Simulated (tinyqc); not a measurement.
Schottky barrier with interface states (Cowley-Sze model), image lowering and contact resistance: one step, computed by the program tinyqc. Command: `OMP_NUM_THREADS=1 python tinyqc.py 3021146 3021147 out.jsonl pinning walk`. One thread of a shared host (Intel(R) Xeon(R) Processor @ 2.30GHz), about 0.01 s of CPU time with the checks.

An n-type semiconductor under a metal. The barrier lies between the Schottky-Mott limit phi_M - chi and the Bardeen limit E_g - E_n, E_n being the neutrality level of the interface states; the space-charge term of the full Cowley-Sze expression is left out.

Task: Depletion layer and image lowering under reverse bias. N_c = 2 M_c (2 pi m_e k_B T/h^2)^(3/2); xi = E_c - E_F solves N = N_c F_1/2(-xi/k_B T) (bisection; full ionisation). F_1/2(eta) = (2/sqrt(pi)) int_0^infinity sqrt(x)/(1 + exp(x - eta)) dx, by the trapezoid rule in t = sqrt(x) with step 0.02 up to t = 12 (for eta < -12 by exp(eta) - exp(2 eta)/2^(3/2)). V_bi = phi_B - xi; W = sqrt(2 eps_s eps_0 (V_bi + V_r - k_B T/e)/(e N)); field at the metal E_m = e N W/(eps_s eps_0); image lowering sqrt(e E_m/(4 pi eps_s eps_0)).

Inputs (values chosen for the exercise, with gap, mass and screening modelled on 4H-SiC): dielectric constant eps_s = 9.8; electron mass m_e = 0.392 m_0; valleys M_c = 3; donor density N = 8.5e+15 cm^-3; temperature T = 300 K; reverse bias V_r = 3.5 V.

Pinning factor from: Moench relation.

barrier phi_B = 1.062104 eV

Constants: k_B = 8.617333262e-05 eV/K; m_0 = 9.1093837015e-31 kg; k_B = 1.380649e-23 J/K; h = 6.62607015e-34 J s; eps_0 = 8.8541878128e-12 F/m; e = 1.602176634e-19 C.

Give: N_c; xi; built-in voltage V_bi; depletion width W; field E_m; image lowering.

Result:

N_c = 1.8477e+19 cm^-3

xi = 0.19865 eV

built-in voltage V_bi = 0.86346 V

depletion width W = 743.47 nm

field E_m = 1.1669e+05 V/cm

image lowering = 0.041407 eV
